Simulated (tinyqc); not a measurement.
The best anneal temperature for the time t: solubility, supersaturation, precipitation and gettering of an impurity in a silicon-like host. Computed by tinyqc, a small Python program. Command: `OMP_NUM_THREADS=1 python tinyqc.py 3003097 3003098 out.jsonl ripen walk`. One thread of a shared host (Intel(R) Xeon(R) Processor @ 2.30GHz), about 0.01 s of CPU time with the checks.

The wafer was saturated at T1 and is then held at T.

Inputs (values chosen for the exercise, modelled on gold in silicon):
```
quantity                                   value    unit
site density N0                            5e+22  1/cm^3
enthalpy of solution H                      1.95      eV
entropy of solution S                        2.4     k_B
diffusion prefactor D0                    0.0002  cm^2/s
migration energy Q                          1.14      eV
temperature of saturation T1                1300       K
anneal temperature T                         924       K
sink density n                           1.2e+08  1/cm^3
initial sink radius r0                       4.5      nm
impurity density in the precipitate C_p  3.1e+22  1/cm^3
interface energy gamma                       0.8   J/m^2
anneal time t                             310000       s
```

Constants: k_B = 8.617333262e-05 eV/K; k_B = 1.380649e-23 J/K.

Method:
- C_eq(T) = N0 exp(S/k_B - H/(k_B T)); D(T) = D0 exp(-Q/(k_B T)); C0 = C_eq(T1). Supersaturation s = C0/C_eq(T); critical radius r* = 2 gamma/(C_p k_B T ln s); barrier W* = (4 pi/3) gamma r*^2. Strain energy is left out.
- r_f = [r0^3 + 3 (C0 - C_eq)/(4 pi n C_p)]^(1/3), tau_f = 1/(4 pi n r_f D).
- Growing sinks: with y = r/r_f and y0 = r0/r_f, dy/dt = (1 - y^3)/(3 tau_f y), which integrates to t/tau_f = F(y) - F(y0), F(y) = (1/2) ln[(1 + y + y^2)/(1 - y)^2] - sqrt(3) arctan[(2y + 1)/sqrt(3)]; the share of the excess left is (1 - y^3)/(1 - y0^3), and C(t) = C_eq + (C0 - C_eq) x share.

C0 = 1.51918e+16 1/cm^3

Dissolved share after t:
```
T (K)     C_eq/C0   tau_f (s)  C(t)/C0
585    5.7598e-10  2.2149e+09  0.99999
676    1.0516e-07  1.0551e+08  0.99984
780    9.1248e-06  7.7637e+06  0.99525
884    2.7702e-04  1.0557e+06  0.91658
988    4.0996e-03  2.1876e+05  0.43045
1092   3.6313e-02  6.1787e+04  0.04960
1183   1.7879e-01  2.5665e+04  0.17880
1248   4.8419e-01  1.6738e+04  0.48419
```

What does the comparison show, and why?

The lowest dissolved share among these rows is 0.050 at 1092 K. Above it solubility sets the floor; below it diffusion is too slow for this time. Solubility falls with H = 1.95 eV and diffusion with Q = 1.14 eV.

Extremes, crossings and ranges named in words are read from the listed rows.
